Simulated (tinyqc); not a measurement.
Which face: thin-body film or fin with hard walls, valleys of the Si type.

Six ellipsoidal valleys with their long axes along the cube axes, mass ml along the axis and mt across it. For a valley whose axis makes the angle theta with the surface normal, 1/m_z = cos^2(theta)/ml + sin^2(theta)/mt sets the confinement; in the plane the masses are m_1 = mt and m_2 = ml mt/m_z, and m_d = sqrt(m_1 m_2).

A film of thickness t between hard walls, flat band inside: E_n = c (n pi/t)^2/m_z above the bulk edge, c = hbar^2/2m0. Without degeneracy the sheet density is N2 exp((EF - Ec)/kB T) with N2 = sum_i g m_d/(2 pi c) kB T exp(-E_i/kB T) over n = 1 to 40 of each group; a classical film has t Nc with Nc = 2 g_all (m_dos kB T/(4 pi c))^(3/2), m_dos = (ml mt^2)^(1/3). The threshold shift is dVt = kB T ln(t Nc/N2).

Constants: hbar^2/2m0 = 3.80998211 eV angstrom^2; kB = 8.617333262e-05 eV/K.

Inputs chosen for the exercise (near those of Si; shifted at random, so the results belong to these values and not to a real crystal):

| symbol | value | unit | meaning |
|---|---|---|---|
| ml | 0.934 | m0 | longitudinal mass |
| mt | 0.188 | m0 | transverse mass |
| T | 300 | K | temperature |
| t | 88 | angstrom | body thickness |
| g_all | 6 |  | number of valleys |

The same thickness on four faces; m_1 and m_2 are the in-plane masses of the lowest group.

Results:

| face | valleys of lowest | m_z | E1 (eV) | share (%) | dVt (mV) | m_1 | m_2 |
|---|---|---|---|---|---|---|---|
| (100) | 2 | 0.9340 | 0.0052 | 46.1 | 15.9 | 0.188 | 0.188 |
| (110) | 4 | 0.3130 | 0.0155 | 72.1 | 16.9 | 0.188 | 0.561 |
| (111) | 6 | 0.2562 | 0.0190 | 100.0 | 17.1 | 0.188 | 0.685 |
| (211) | 2 | 0.4021 | 0.0121 | 39.3 | 16.8 | 0.188 | 0.437 |

The threshold shift is smallest on (100) (15.9 mV) and largest on (111) (17.1 mV). The lowest E1 belongs to (100), the same face: the heavy m_z outweighs the smaller number of valleys. Since m_z m_1 m_2 = ml mt^2 on every face, a heavy confinement mass comes with light masses in the plane.

Run: tinyqc, `OMP_NUM_THREADS=1 python tinyqc.py 1250996 1250997 out.jsonl`; Intel(R) Xeon(R) Processor @ 2.30GHz, one thread, shared host; about 0.01 s of CPU time with all checks.
